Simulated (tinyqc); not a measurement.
Worked calculation: fitting sp3s* parameters to three gaps by Newton steps. Values are carried at full precision from step to step, so a last printed digit may differ when a step is redone from the rounded ones.

sp3s* tight binding, nearest neighbours only: anion (a) at 0, cation (c) at a/4 (1,1,1), orbitals s, px, py, pz, s* on each; k in units of 2 pi/a. With phases e_j = exp(i (pi/2) k.n_j) for n = (1,1,1), (1,-1,-1), (-1,1,-1), (-1,-1,1): g0 = (e1+e2+e3+e4)/4, g1 = (e1+e2-e3-e4)/4, g2 = (e1-e2+e3-e4)/4, g3 = (e1-e2-e3+e4)/4. The diagonal holds the levels Esa, Epa, Exa (s*) and Esc, Epc, Exc. Anion-cation block: <sa|sc> = Vss g0; <sa|xc> = Vsapc g1; <xa|sc> = -Vscpa g1; <xa|xc> = Vxx g0; <xa|yc> = <ya|xc> = Vxy g3, <xa|zc> = <za|xc> = Vxy g2, <ya|zc> = <za|yc> = Vxy g1; <s*a|xc> = Vxapc g1; <xa|s*c> = -Vpaxc g1; y and z take g2 and g3 in place of g1; s-s* and s*-s* vanish.

Gaps are level 5 at Gamma, X = (1,0,0) and L = (1/2,1/2,1/2) less level 4 at Gamma; no spin-orbit coupling. Free parameters: Vss, Vsapc and Vpaxc. H is linear in them, so by Hellmann-Feynman J_ij = <u|dH/dp_j|u> for level 5 at point i less the same for level 4 at Gamma. Newton: p(new) = p + J^-1 (target - gaps); stop when all misses are below 1e-7 eV.

Values chosen for the exercise (out of a larger set: near a published set for GaAs, fitted to gaps, whose masses and valley positions are rough; not measured data): p = (-8.312, 1.044, -2.666, 3.682, 8.58, 6.727, -6.451, 1.954, 5.095, 4.465, 5.762, 4.848, 4.81) eV (start, order Esa, Epa, Esc, Epc, Exa, Exc, Vss, Vxx, Vxy, Vsapc, Vscpa, Vxapc, Vpaxc); tg = (1.6655, 2.113, 1.7511) eV (target gaps at Gamma, X, L).

## Gaps of the starting set

Compute the gaps and the misses.

gaps (eV): Gamma 1.5472, X 2.0196, L 1.6688

target less gap (eV): Gamma 0.1183, X 0.0934, L 0.0823

## The Jacobian

Form J and its singular values.

J, rows Gamma, X, L; columns Vss, Vsapc, Vpaxc:
```
[[-0.9161, 0.0000, 0.0000],
 [0.0000, 0.4983, 0.0000],
 [-0.2435, 0.3133, -0.1285]]
```

singular values: [0.9542, 0.5831, 0.1055]

The gap at Gamma answers to Vss. The condition number is 9.0.

## The first Newton step

Solve J dp = target less gap; the columns of J are Vss, Vsapc and Vpaxc.

dp (eV): Vss -0.129, Vsapc 0.187, Vpaxc 0.062

## The iteration

Repeat with J formed anew.

Newton steps (eV):
```
i      Vss   Vsapc   Vpaxc   Gamma       X       L  largest miss
0  -6.4510  4.4650  4.8100  1.5472  2.0196  1.6688          0.12
1  -6.5802  4.6525  4.8715  1.6657  2.1138  1.7501       0.00099
2  -6.5800  4.6510  4.8608  1.6655  2.1130  1.7511       3.5e-06
3  -6.5800  4.6510  4.8608  1.6655  2.1130  1.7511       1.4e-11
```

Converged in 3 steps; the miss goes 0.12, 0.00099, 3.5e-06, 1.4e-11, about squaring each time once it is small. The largest change is 0.186 eV in Vsapc, for a first miss of 0.118 eV.

## Checks

- J by Hellmann-Feynman against central differences: largest difference 2.2e-10.

(tinyqc, `OMP_NUM_THREADS=1 python tinyqc.py 1450964 1450965 out.jsonl`, Intel(R) Xeon(R) Processor @ 2.30GHz, 1 thread, shared host, about 0.2 s.)
